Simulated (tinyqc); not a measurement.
# Thermal RC ladder, step response: effects of single changes

A ladder of 2 nodes: R_i joins node i to node i + 1, the last R to the ambient; C_i is the heat capacity of node i; theta is the rise above ambient, zero at t = 0. d theta/dt = -A theta + b with b = (Pw/C_1, 0, ...), times in ms.

Inputs (values chosen for the exercise):

| symbol | value | unit | meaning |
|---|---|---|---|
| R | [0.13, 0.98] | K/W | resistances, junction to ambient |
| C | [0.35, 1.8] | mJ/K | heat capacities of the nodes |
| Pw | 55 | W | power at node 1 from t = 0 |

Each table varies one quantity; the others keep the values above.

## Pulse trains: peak against mean temperature

A = C^(-1) K, K_ii = 1/R_(i-1) + 1/R_i (no first term for node 1), K_(i,i+1) = K_(i+1,i) = -1/R_i. The time constants tau_k are the inverse eigenvalues of A; the rise of node 1 per watt is Z(t) = sum_k r_k (1 - exp(-t/tau_k)), with r_k = v_k1^2 tau_k/C_1 and v_k the unit eigenvectors of C^(-1/2) K C^(-1/2). For pulses of length tp = 1 ms and period tp/D, the steady peak rise per watt is sum_k r_k (1 - exp(-tp/tau_k))/(1 - exp(-tp/(D tau_k))), and the mean is D sum R.

Result of one run:

| D | peak (K/W) | mean (K/W) | peak/mean | peak rise (K) |
|---|---|---|---|---|
| 0.1 | 0.4779 | 0.1110 | 4.305 | 26.28 |

What becomes of these results when the duty cycle D is changed from 0.1 to 0.01, all else the same?

Result of the changed run:

| D | peak (K/W) | mean (K/W) | peak/mean | peak rise (K) |
|---|---|---|---|---|
| 0.01 | 0.4744 | 0.01110 | 42.74 | 26.09 |

The whole series:

| D | peak (K/W) | mean (K/W) | peak/mean | peak rise (K) |
|---|---|---|---|---|
| 0.01 | 0.4744 | 0.01110 | 42.74 | 26.09 |
| 0.02 | 0.4744 | 0.02220 | 21.37 | 26.09 |
| 0.05 | 0.4745 | 0.05550 | 8.549 | 26.10 |
| 0.1 | 0.4779 | 0.1110 | 4.305 | 26.28 |
| 0.2 | 0.5143 | 0.2220 | 2.317 | 28.29 |
| 0.3 | 0.5746 | 0.3330 | 1.725 | 31.60 |
| 0.5 | 0.7184 | 0.5550 | 1.295 | 39.51 |
| 0.8 | 0.9512 | 0.8880 | 1.071 | 52.32 |

The peak rises from 0.474 to 0.951 K/W, while its ratio to the mean falls from 42.7 to 1.07. In the first row the peak is within 0.01 % of that of a single pulse, 0.474 K/W.

## Single pulses of growing length

Same model as above.

Single pulses of growing length:

| t (ms) | Z(t) (K/W) | Z/sum R | t/C_1 (K/W) | rise (K) |
|---|---|---|---|---|
| 0.0076 | 0.02002 | 0.01803 | 0.02171 | 1.101 |
| 0.017 | 0.04071 | 0.03667 | 0.04857 | 2.239 |
| 0.036 | 0.07244 | 0.06526 | 0.1029 | 3.984 |
| 0.079 | 0.1163 | 0.1048 | 0.2257 | 6.396 |
| 0.17 | 0.1679 | 0.1513 | 0.4857 | 9.235 |
| 0.37 | 0.2538 | 0.2287 | 1.057 | 13.96 |
| 0.82 | 0.4180 | 0.3766 | 2.343 | 22.99 |
| 1.8 | 0.6746 | 0.6078 | 5.143 | 37.11 |
| 3.9 | 0.9487 | 0.8547 | 11.14 | 52.18 |
| 8.5 | 1.092 | 0.9835 | 24.29 | 60.04 |

Read the table: what changes, and by how much?

Z rises from 0.0200 to 1.09 K/W, against 1.11 K/W in the steady state. In the first row it is 7.8 % below t/C_1, the limit in which only the first heat capacity is charged. It passes half of the steady value at t = 1.8 ms among the rows.

tinyqc, about 0.01 s, one thread, Intel Xeon 2.30GHz (shared host): `OMP_NUM_THREADS=1 python tinyqc.py 2520046 2520047 out.jsonl`
